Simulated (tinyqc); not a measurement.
Worked calculation: effective mass of the heavy-hole band from tabulated energies. Values are carried at full precision from step to step, so a last printed digit may differ when a step is redone from the rounded ones.

c = hbar^2/2m0. A uniform scatter of up to 0.3 meV has been added to mimic numerical noise.
Constants: hbar^2/2m0 = 3.80998211 eV angstrom^2; kB = 8.617333262e-05 eV/K.

Parameters, chosen for this exercise (out of a larger set: band of an eight-band Kane model near InAs; not measured data): T = 77 K (temperature).

## Finite differences

Energies along [110], from the band edge downward:
```
k (1/angstrom)  E (meV)
0.00000          0.0000
0.01400          1.3590
0.02800          5.3701
0.04200         12.5645
0.05600         21.5033
0.07000         33.3665
0.08400         47.2476
0.09800         62.6181
0.11200         79.9028
```

reference mass (curvature of the model at k = 0.0001 1/angstrom) = 0.53497 m0

The band is even in k. m = c k^2/E(k) from the points 1, 2, 4 (k = 0 is point 0); Richardson from points 1 and 2: c/m = [16 E(k1) - E(k2)]/(12 k1^2).

m from points 1, 2, 4 (m0): 0.54949  0.55623  0.55564

m by Richardson = 0.54728 m0

Errors against the reference: +2.71, +3.98 and +3.86 % and +2.30 %. With a scatter of 0.3 meV, 22 % of the first energy, the errors from points 1 and 2 are partly noise, which the extrapolation cannot remove.

## Least squares over all points

Fit E = a k^2 (a = sum k^2 E/sum k^4), then E = a k^2 + b k^4 from the normal equations; E in eV; m = c/a.

sums of k^4, k^6, k^8: 0.00033699  3.3654e-06  3.6429e-08

sums of k^2 E, k^4 E: 0.0021946  2.1756e-05

a, one term = 6.5126 eV angstrom^2

a and b, two terms: 7.085  -57.33

m, one and two terms (m0): 0.58502  0.53774

The parabola over all points errs by +9.4 % because the weights k^4 favour the outer points; the second term brings the error to +0.5 %.

## The non-parabolic form

E (1 + alpha E) = c k^2/m means that y = c k^2/E is a straight line in E with intercept m and slope m alpha. Fit the line by unweighted least squares over points 1 to 8, E in eV.

y (m0): 0.54949  0.55623  0.53490  0.55564  0.55951  0.56899  0.58435  0.59813

m = 0.54196 m0
alpha = 1.200 1/eV

The intercept errs by +1.31 %. The scatter of the first points, divided by small energies, tilts an unweighted line. For this band the scale of alpha is set by Dso = 0.395 eV as well as by the gap.

## Which mass for which use

From the fitted m and alpha: momentum mass at energy E, m (1 + 2 alpha E); curvature mass m (1 + 2 alpha E)^3; thermal factors to first order in alpha kT: density of states Nc (1 + 15 alpha kT/4), conductivity mass m (1 + 5 alpha kT). Take E = 3 kT/2.

alpha kT = 0.0080
momentum mass = 0.55490 m0
curvature mass = 0.58172 m0
factor on Nc = 1.0299
thermal conductivity mass = 0.56353 m0

alpha kT is small, so first order serves. For a warped valence band one direction does not stand for the whole band.

## Checks

- Two-term fit by normal equations against a least-squares routine: both 7.08514.

(tinyqc, `OMP_NUM_THREADS=1 python tinyqc.py 1880708 1880709 out.jsonl`, Intel(R) Xeon(R) Processor @ 2.30GHz, 1 thread, shared host, about 0.01 s.)
